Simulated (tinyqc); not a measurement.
Exciton in a hard-walled quantum well (variational), step by step. Values are carried at full precision from step to step, so a last printed digit may differ when a step is redone from the rounded ones.

Constants: Ry = 13.60569312 eV; a0 (Bohr radius) = 0.5291772105 angstrom; hbar^2/2m0 = 3.80998211 eV angstrom^2; e^2/(4 pi eps0) = 14.39964547 eV angstrom.

Parameters, chosen for this exercise (near those of CdTe; shifted at random, so the results belong to these values and not to a real crystal):
```
symbol  value                          unit      meaning
me      0.093                          m0        electron mass
mh      0.313                          m0        hole mass
eps     10                                       dielectric constant
Eg      1.64                           eV        gap
L       65                             angstrom  well width
lams    (31, 44, 53, 62, 75, 94, 125)  angstrom  trial lengths
```

## Exciton units

1/mu = 1/me + 1/mh, Ry* = Ry mu/eps^2, a* = a0 eps/mu.

mu = 0.07170 m0
Ry* = 9.755 meV
a* = 73.81 angstrom

## Hydrogen-like series

Binding Ry*/n^2 in three dimensions and Ry*/(n - 1/2)^2 in two; strengths relative to n = 1 go as 1/n^3 and (1/2)^3/(n - 1/2)^3. Lines at Eg less the binding.

Series:
```
n  3D binding (meV)  3D line (eV)  3D strength  2D binding (meV)  2D line (eV)  2D strength
1              9.75        1.6302       1.0000             39.02        1.6010       1.0000
2              2.44        1.6376       0.1250              4.34        1.6357       0.0370
3              1.08        1.6389       0.0370              1.56        1.6384       0.0080
4              0.61        1.6394       0.0156              0.80        1.6392       0.0029
```

## The form factor

Electron and hole in the lowest states cos(pi z/L) of a hard-walled well; relative motion in the plane exp(-rho/lam). E(lam) = c/(mu lam^2) - (q/eps) <1/r>, <1/r> = integral over k from 0 to infinity of F(kL) (1 + (k lam/2)^2)^(-3/2), F(x) = [3x + 8 pi^2/x - 32 pi^4 (1 - exp(-x))/(x^2 (x^2 + 4 pi^2))]/(x^2 + 4 pi^2); c = hbar^2/2m0, q = e^2/(4 pi eps0). E is counted from the subband edge.

F at k = 0.5/a*, 1/a*, 2/a*, 4/a* and 8/a*.

Form factor:
```
k a*     k L       F
0.5   0.4403  0.9150
1.0   0.8807  0.8407
2.0   1.7613  0.7179
4.0   3.5227  0.5451
8.0   7.0454  0.3550
```

## Scan over the trial length

Evaluate the integral numerically for each lam.

Scan:
```
lam (angstrom)  <1/r> (1/angstrom)  kinetic (meV)  Coulomb (meV)  E (meV)
31                         0.04032         55.297        -58.056   -2.760
44                         0.03147         27.448        -45.310  -17.862
53                         0.02738         18.918        -39.421  -20.503
62                         0.02425         13.824        -34.923  -21.099
75                         0.02084          9.447        -30.015  -20.568
94                         0.01732          6.014        -24.934  -18.920
125                        0.01359          3.401        -19.570  -16.169
```

## The minimum

Minimise E over lam.

lam = 62.5 angstrom
binding energy = 21.10 meV
in Ry* = 2.163
lam/a* = 0.847

The strict two-dimensional limit is 4 Ry* with lam = a*/2; L/a* = 0.88 here.

## Checks

- Binding of a very thin well (L = a*/5000) against 4 Ry*, meV: both 39.0.
- F(3) from a double integral on a grid against the closed form: both 0.5885.

tinyqc: `OMP_NUM_THREADS=1 python tinyqc.py 1280379 1280380 out.jsonl`; about 0.02 s, one thread, shared Intel(R) Xeon(R) Processor @ 2.30GHz.
